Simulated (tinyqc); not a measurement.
Comparisons within one model: virtual-crystal alloy in the empirical-pseudopotential method. A value that a table varies takes the place of the one given here.

Empirical pseudopotential on the fcc lattice, atoms at +/- tau, tau = a (1,1,1)/8, no spin-orbit coupling. H(G,G') = c (2 pi/a)^2 |k + G|^2 delta + VS(q) cos(q.tau) + i VA(q) sin(q.tau), q = G - G', c = hbar^2/2m0; k and G in units of 2 pi/a; VS at |q|^2 = 3, 8, 11 and VA at 3, 4, 11, in rydberg, zero elsewhere. At each k the basis holds all G with |k + G|^2 up to 16; energies are counted from the fourth level at Gamma.

Virtual crystal A(1-x)B(x): a = (1 - x) a_A + x a_B. Rule linear: V = (1 - x) V_A + x V_B. Rule volume: V = [(1 - x) a_A^3 V_A + x a_B^3 V_B]/a^3, since a form factor is an atomic potential divided by the cell volume.

Constants: hbar^2/2m0 = 3.80998211 eV angstrom^2; Ry = 13.60569312 eV.

Inputs chosen for the exercise (classic local form factors of the size used for Si (A) and Ge (B), which place X and L only to a few tenths of an eV; shifted at random, so the results belong to these values and not to a real crystal): a = (5.425, 5.654) angstrom (lattice constants of A, B); VSA = (-0.214, 0.04, 0.08) Ry (symmetric form factors of A); VAA = (0, 0, 0) Ry (antisymmetric form factors of A); VSB = (-0.228, 0.01, 0.059) Ry (symmetric form factors of B); VAB = (0, 0, 0) Ry (antisymmetric form factors of B); rule = volume (mixing rule).

## Gaps across the alloy

Gaps from the valence top to the fifth band at Gamma, at L = (1/2,1/2,1/2) and at the lowest of k = (f,0,0), f = 0.70, 0.75, ..., 1.00. Bowing C = 4 [(E(0) + E(1))/2 - E(1/2)].

Gaps (eV):

| x | Gamma | Delta/X | f of the minimum | L | lowest |
|---|---|---|---|---|---|
| 0.000 | 3.408 | 0.846 | 0.85 | 1.859 | Delta/X |
| 0.167 | 3.411 | 0.860 | 0.85 | 1.689 | Delta/X |
| 0.333 | 2.970 | 0.872 | 0.85 | 1.520 | Delta/X |
| 0.500 | 2.513 | 0.884 | 0.85 | 1.353 | Delta/X |
| 0.667 | 2.067 | 0.894 | 0.85 | 1.189 | Delta/X |
| 0.833 | 1.630 | 0.902 | 0.85 | 1.027 | Delta/X |
| 1.000 | 1.203 | 0.910 | 0.85 | 0.868 | L |

bowing (eV): Gamma -0.831, Delta/X -0.021, L 0.041

The lowest valley changes: Delta/X to L between x = 0.833 and 1.000. From A to B the Gamma gap moves by -2.20 eV, L by -0.99 eV and Delta/X by +0.06 eV; a move of Delta/X below about 0.4 eV is within the error of such form factors, sign included. The virtual crystal holds no disorder and no bond relaxation, so its bowing comes from the non-linear dependence on the mean potential and volume alone, and it may differ from measured bowing, which is positive in these alloys, in size and even in sign; crossings move with it; where the character of the fifth band at Gamma changes along x, its value mixes two levels.

## Two mixing rules

Gaps from the valence top to the fifth band at Gamma, at L = (1/2,1/2,1/2) and at the lowest of k = (f,0,0), f = 0.70, 0.75, ..., 1.00. Both rules agree at the ends.

Gaps (eV):

| x | Gamma, linear | Delta/X, linear | L, linear | Gamma, volume | Delta/X, volume | L, volume |
|---|---|---|---|---|---|---|
| 0.25 | 3.263 | 0.870 | 1.629 | 3.202 | 0.866 | 1.604 |
| 0.50 | 2.595 | 0.889 | 1.387 | 2.513 | 0.884 | 1.353 |
| 0.75 | 1.909 | 0.902 | 1.133 | 1.847 | 0.898 | 1.107 |

At x = 0.5 the volume rule moves Gamma by -82 meV, Delta/X by -5 meV and L by -34 meV, that is the bowing by -4 times these; the lattice constants differ by 4.2 %, and the rules would coincide for equal ones.

Program tinyqc; command `OMP_NUM_THREADS=1 python tinyqc.py 1050389 1050390 out.jsonl`; about 0.2 s on one thread of a shared Intel(R) Xeon(R) Processor @ 2.30GHz.
